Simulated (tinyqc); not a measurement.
Sheet resistance and contact resistivity from two gaps.

Inverse problem. A circular structure with r0 >> Lt has R = (Rsh/2 pi) [Lt (1/r0 + 1/r1) + ln(r1/r0)], r1 = r0 + sp, Lt = sqrt(rc/Rsh). Find Rsh, Lt and rc.

Values chosen for this exercise: radius of the inner contact r0 = 5.7 um.

R at sp = 1.1 and 5.1 um (ohm): 23.575535  58.779830

Solution. R is linear in Rsh and Rsh Lt, so two gaps give both.

Rsh = 500.0 ohm/sq
Lt = 0.3715 um
rc = 6.900e-7 ohm cm^2

Numbers from tinyqc (`OMP_NUM_THREADS=1 python tinyqc.py 2760154 2760155 out.jsonl`; about 0.01 s on one thread of a shared Intel Xeon 2.30GHz).
